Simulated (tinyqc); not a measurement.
Comparisons within one model: electrons shared among three sets of ellipsoidal valleys. A value that a table varies takes the place of the one given here.

F_j(eta) = (1/Gamma(j + 1)) integral_0^infinity x^j dx/(1 + exp(x - eta)), which tends to exp(eta) for eta << 0.

Sets L, Gamma, Delta: N_i = M_i times N = 2 (m kB T/(4 pi c))^(3/2) with c = hbar^2/2m0, in 1/angstrom^3; times 1e24 for 1/cm^3, m = (ml mt^2)^(1/3); n = sum_i N_i F_1/2((EF - dE_i)/kT), energies from the edge of the first set; mu_drift = sum of share times mobility.

Constants: hbar^2/2m0 = 3.80998211 eV angstrom^2; kB = 8.617333262e-05 eV/K.

Parameters, chosen for this exercise (masses and offsets near those of Ge; mobilities are free inputs, held fixed; shifted at random, so the results belong to these values and not to a real crystal): dE = (0, 0.119, 0.187) eV (edges of L, Gamma, Delta above the first); M = (4, 1, 6) (valleys in each set); ml = (1.593, 0.042, 0.872) m0 (longitudinal masses of L, Gamma, Delta); mt = (0.0816, 0.042, 0.2027) m0 (transverse masses); mu = (4200, 18000, 1200) cm^2/(V s) (mobility of each set); n = 2.6e+19 1/cm^3 (total electron density); T = 400 K.

## Transfer between valleys with temperature

Offsets, masses and mobilities are held fixed; n is fixed too, so the high values of T stand for hot electrons, not for the lattice.

Populations:

| T (K) | EF (eV) | share L | share Gamma | share Delta | mu_drift |
|---|---|---|---|---|---|
| 77 | 0.0572 | 1.0000 | 0.0000 | 0.0000 | 4200 |
| 150 | 0.0552 | 1.0000 | 0.0000 | 0.0000 | 4200 |
| 300 | 0.0458 | 0.9949 | 0.0005 | 0.0047 | 4193 |
| 450 | 0.0286 | 0.9649 | 0.0014 | 0.0337 | 4119 |
| 600 | 0.0036 | 0.9091 | 0.0024 | 0.0884 | 3968 |
| 900 | -0.0654 | 0.7791 | 0.0039 | 0.2171 | 3602 |
| 1200 | -0.1530 | 0.6723 | 0.0047 | 0.3231 | 3295 |
| 2000 | -0.4428 | 0.5106 | 0.0054 | 0.4839 | 2823 |

How do the results move?

The share of L goes from 1.000 to 0.511 and the mean mobility from 4200 to 2823 cm^2/(V s). L holds more than Gamma throughout. The share of Delta is at most 0.48.

## Transfer between valleys with doping

Parabolic valleys; band tails and gap narrowing are left out.

Populations:

| n (1/cm^3) | EF (eV) | share L | share Gamma | share Delta | mu_drift |
|---|---|---|---|---|---|
| 1.0e+16 | -0.2546 | 0.9874 | 0.0007 | 0.0120 | 4173 |
| 1.0e+17 | -0.1751 | 0.9873 | 0.0007 | 0.0120 | 4173 |
| 1.0e+18 | -0.0951 | 0.9871 | 0.0007 | 0.0122 | 4172 |
| 3.0e+18 | -0.0557 | 0.9865 | 0.0007 | 0.0128 | 4171 |
| 1.0e+19 | -0.0091 | 0.9844 | 0.0008 | 0.0148 | 4167 |
| 3.0e+19 | 0.0429 | 0.9766 | 0.0012 | 0.0223 | 4149 |
| 1.0e+20 | 0.1266 | 0.9252 | 0.0030 | 0.0718 | 4026 |

How do the results move?

The share of L goes from 0.987 to 0.925 and the mean mobility from 4173 to 4026 cm^2/(V s). L holds more than Gamma throughout. The share of Delta is at most 0.072.

## Moving the second set by strain or alloying

The second entry of dE is replaced by the values listed; a negative value puts that set lowest.

Populations:

| offset (eV) | EF (eV) | share L | share Gamma | share Delta | mu_drift |
|---|---|---|---|---|---|
| -0.100 | 0.0311 | 0.9039 | 0.0778 | 0.0182 | 5220 |
| -0.050 | 0.0329 | 0.9366 | 0.0441 | 0.0192 | 4752 |
| 0.000 | 0.0342 | 0.9600 | 0.0201 | 0.0200 | 4417 |
| 0.025 | 0.0346 | 0.9676 | 0.0121 | 0.0202 | 4307 |
| 0.050 | 0.0349 | 0.9728 | 0.0068 | 0.0204 | 4233 |
| 0.100 | 0.0352 | 0.9776 | 0.0019 | 0.0205 | 4164 |
| 0.150 | 0.0353 | 0.9790 | 0.0005 | 0.0206 | 4144 |
| 0.200 | 0.0353 | 0.9793 | 0.0001 | 0.0206 | 4140 |
| 0.300 | 0.0353 | 0.9794 | 0.0000 | 0.0206 | 4138 |

What does this show?

The share of L goes from 0.904 to 0.979 and the mean mobility from 5220 to 4138 cm^2/(V s). L holds more than Gamma throughout. The share of Delta is at most 0.021. With Boltzmann statistics the first two sets are equal at kT ln(N_2/N_1) = -0.1333 eV.

## What moves the populations

All else solved anew. Each row changes one parameter from the base and keeps the others.

Results:

| case | EF (eV) | share L | share Gamma | share Delta | mu_drift (cm^2/(V s)) |
|---|---|---|---|---|---|
| base | 0.0352 | 0.9783 | 0.0011 | 0.0206 | 4153 |
| T = 450 K | 0.0286 | 0.9649 | 0.0014 | 0.0337 | 4119 |
| n = 7.8e+19 1/cm^3 | 0.1061 | 0.9455 | 0.0024 | 0.0521 | 4077 |
| dE = (0, 0.0952, 0.187) eV | 0.0352 | 0.9774 | 0.0021 | 0.0205 | 4168 |
| mt = (0.0816, 0.0504, 0.2027) m0 | 0.0352 | 0.9781 | 0.0013 | 0.0206 | 4156 |
| ml = (1.593, 0.0504, 0.872) m0 | 0.0352 | 0.9782 | 0.0012 | 0.0206 | 4155 |
| mu = (5040, 18000, 1200) cm^2/(V s) | 0.0352 | 0.9783 | 0.0011 | 0.0206 | 4975 |

What can be read from the table?

The largest shifts from the base row, up to three for each result and ties (the steps differ in size, so this ranks the rows, not the parameters). EF (eV): n +0.0709, T -0.0066; unchanged at the printed digits by dE, mt, ml and mu. share L: n -0.0328, T -0.0134, dE -0.0010; unchanged at the printed digits by mu. share Gamma: n +0.0013, dE +0.0010, T +0.0003; unchanged at the printed digits by mu. share Delta: n +0.0315, T +0.0131, dE -0.0000; unchanged at the printed digits by mt, ml and mu. mu_drift (cm^2/(V s)): mu +822, n -76, T -35.

Computed by tinyqc, a small Python program: `OMP_NUM_THREADS=1 python tinyqc.py 1680389 1680390 out.jsonl` (the numbers bound the seed that draws the inputs); one thread of a shared host (Intel(R) Xeon(R) Processor @ 2.30GHz), about 0.02 s for the whole set of steps.
